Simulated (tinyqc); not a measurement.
Inside a calculation. Model: a particle near a wafer in liquid: double-layer and van der Waals forces (DLVO), deposition barrier and removal. Computed by tinyqc, a small Python program that keeps every step. Command: `OMP_NUM_THREADS=1 python tinyqc.py 3111163 3111164 out.jsonl dlvo walk`. One thread of a shared host (Intel(R) Xeon(R) Processor @ 2.30GHz), about 0.01 s of CPU time with the checks. Intermediate numbers are printed to about 5 digits and carried at full precision; extremes and crossings named in words are read from the listed rows.

Sphere and flat wall, Derjaguin approximation, constant potentials in the linear-superposition form, no retardation and no hydration force.

Inputs (values chosen for the exercise, of the order of those for polymer latex on silicon in water):
```
quantity                             value   unit
particle radius R                      270     nm
Hamaker constant A                 1.3e-20      J
potential of the particle psi_1        -47     mV
potential of the wafer psi_2           -17     mV
salt concentration c                0.0026  mol/L
valence z of the symmetric salt          1      -
temperature T                          293      K
dielectric constant of the liquid     80.2      -
gap h                                  2.5     nm
contact distance h0                    0.4     nm
contact radius over R                 0.13      -
viscosity                             0.53  mPa s
```

Constants: e = 1.602176634e-19 C; N_A = 6.02214076e+23 1/mol; eps_0 = 8.8541878128e-12 F/m; k_B = 1.380649e-23 J/K; k_B = 8.617333262e-05 eV/K.

## Screening

kappa^2 = 2 z^2 e^2 N_A (1000 c)/(eps eps_0 k_B T); gamma_i = tanh(z e psi_i/(4 k_B T)); Z = 64 pi eps eps_0 (k_B T/(z e))^2 gamma_1 gamma_2.

kappa = 0.16728 1/nm

Debye length = 5.9779 nm

gamma_1 = -0.43445

gamma_2 = -0.16675

Z = 6.5940 pN

kappa R = 45.166

Like signs: the double layers repel.

## Energy and force at one gap

U(h) = Z R exp(-kappa h) - A R/(6 h); F(h) = -dU/dh = kappa Z R exp(-kappa h) - A R/(6 h^2), positive for repulsion.

double-layer energy = 289.69 k_B T

van der Waals energy = -57.845 k_B T

U(h) = 231.85 k_B T

F(h) = 102.44 pN

Caution: for kappa h below 1 linear superposition is only rough, and charge regulation matters.

## The curve

The formulas are those given above.

Against the gap:
```
h (nm)  kappa h  U (k_B T)       F (pN)
0.4      0.0669      50.09  -3.3777e+03
0.6      0.1004     157.06  -1.3556e+03
1.0      0.1673     227.70  -3.3305e+02
1.5      0.2509     246.03  -2.8268e+01
2.5      0.4182     231.85   1.0244e+02
4.0      0.6691     189.25   1.1597e+02
7.0      1.1710     115.80   8.0406e+01
12.0     2.0074      47.07   3.5947e+01
20.0     3.3457       8.28   9.0321e+00
40.0     6.6913      -3.07   4.1750e-03
```

Caution: in rows with kappa h below 1 linear superposition is only rough.

## Barrier and secondary minimum

F = 0 reads x^2 exp(-x) = y with x = kappa h and y = A kappa/(6 Z); the left side peaks at x = 2 with 4/e^2 = 0.5413, so roots exist for smaller y: x < 2 is the barrier, x > 2 the secondary minimum.

y = 0.054966

position of the barrier = 1.6025 nm

barrier height = 246.38 k_B T

position of the secondary minimum = 40.097 nm

energy at the secondary minimum = -3.0689 k_B T

A barrier above 15 k_B T practically stops deposition. The secondary minimum is deep enough to hold particles loosely.

## Critical salt concentration

The barrier height is zero when U = 0 and F = 0 together: kappa h = 1 and kappa = 6 Z/(e A), e = 2.718282 here; c follows from kappa^2, with the potentials held fixed.

critical kappa = 1.1196 1/nm

critical concentration = 0.11646 mol/L

## Adding salt

kappa scales as sqrt(c); potentials are held fixed. A dash marks rows without a maximum.

Against the concentration:
```
c (mol/L)  Debye length (nm)  barrier at (nm)  barrier (k_B T)  minimum at (nm)  minimum (k_B T)
1.16e-05              89.497           5.5950           387.59       9.1864e+02      -1.4208e-01
1.16e-04              28.301           3.2285           347.87       2.4925e+02      -5.1431e-01
1.16e-03               8.950           1.9077           279.82       6.5090e+01      -1.9162e+00
5.82e-03               3.996           1.3581           206.81       2.4460e+01      -4.9464e+00
2.33e-02               1.997           1.0549           122.41       1.0062e+01      -1.1520e+01
5.82e-02               1.263           0.9316            55.32       5.3476e+00      -2.0653e+01
1.05e-01               0.941           0.8943             8.39       3.4152e+00      -3.0680e+01
1.75e-01               0.729           0.9198           -32.67       2.1719e+00      -4.4245e+01
3.49e-01               0.516                -                -                -                -
```

At low salt the barrier tends to Z R = 440 k_B T; it is half of that between 0.0012 and 0.0058 mol/L and changes sign at 0.12 mol/L, while the secondary minimum deepens to -31 k_B T at 0.9 of that.

## Removing an attached particle

Adhesion F_a = A R/(6 h0^2) [1 + a^2/(R h0)] - kappa Z R exp(-kappa h0), a the contact radius. Drag in a shear flow F_d = 1.7 x 6 pi mu R^2 G, acting at 1.4 R; rolling starts when 1.4 R F_d = a F_a. Wall shear stress = mu G.

van der Waals adhesion = 45365 pN

net adhesion F_a = 45086 pN

wall shear stress for rolling = 1792.2 Pa

shear rate G = 3.3815e+06 1/s

Checks made by the program: force against a difference of U (relative difference below 1e-10).
